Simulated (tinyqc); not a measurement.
# Changing the film thickness h

Model: thermal stress, cracking, delamination and buckling of a thin film; Griffith cracks and misfitting inclusions. Computed by tinyqc, a small Python program. Command: `OMP_NUM_THREADS=1 python tinyqc.py 3018111 3018112 out.jsonl filmcrack sweep`. One thread of a shared host (Intel(R) Xeon(R) Processor @ 2.30GHz), about 0.01 s of CPU time with the checks.

Isotropic linear elasticity; the substrate is much thicker than the film; stress is positive in tension.

Inputs (values chosen for the exercise, modelled on a silicon dioxide film on silicon): film Young's modulus E = 68.9 GPa; film Poisson ratio nu = 0.17; film expansion alpha_f = 0.526 1e-6/K; substrate expansion alpha_s = 3.1 1e-6/K; deposition temperature T_d = 775 K; final temperature T = 300 K; intrinsic stress = 110 MPa; film toughness Gamma_f = 9.11 J/m^2; interface toughness Gamma_i = 4.7 J/m^2; substrate Young's modulus E_s = 164 GPa; substrate Poisson ratio nu_s = 0.22.

Method:
- Thermal strain = (alpha_f - alpha_s)(T_d - T); stress = E/(1 - nu) x strain + intrinsic stress; plane-strain modulus Ebar = E/(1 - nu^2); G0 = stress^2 h/(2 Ebar) is the energy freed per area when a long strip loses its stress across its width.
- Dundurs alpha = (Ebar - Ebar_s)/(Ebar + Ebar_s), with Ebar_s = E_s/(1 - nu_s^2). The channel-crack factor is taken as g = 1.258 (1 - alpha)^(-0.7), a rough interpolation chosen for the exercise (1.258 is the value for matched materials).
- Channel crack through the film: G = pi g G0, critical thickness where G = Gamma_f. Steady delamination from an edge: G = G0, critical thickness where G = Gamma_i.

One run for each value:
```
film thickness h (micrometre)  G0 (J/m^2)  driving force for channelling (J/m^2)
0.03                           1.5294e-05                             4.7363e-05
0.062                          3.1607e-05                             9.7884e-05
0.13                           6.6273e-05                             2.0524e-04
0.26                           1.3255e-04                             4.1048e-04
0.55                           2.8039e-04                             8.6833e-04
1.1                            5.6078e-04                             1.7367e-03
2.3                            1.1725e-03                             3.6312e-03
4.8                            2.4470e-03                             7.5782e-03
10                             5.0980e-03                             1.5788e-02
```

Describe and explain the trends.

Over the rows, G0 (J/m^2) rises from 1.53e-5 to 0.00510 (exponent d ln y / d ln x about 1.0 throughout); driving force for channelling (J/m^2) rises from 4.74e-5 to 0.0158 (exponent d ln y / d ln x about 1.00 throughout). The exponent of G0 stays at 1: stored energy per area. Rows above the film toughness of 9.11 J/m^2 crack: 0 of 9.

Extremes, crossings and ranges named in words are read from the listed rows.
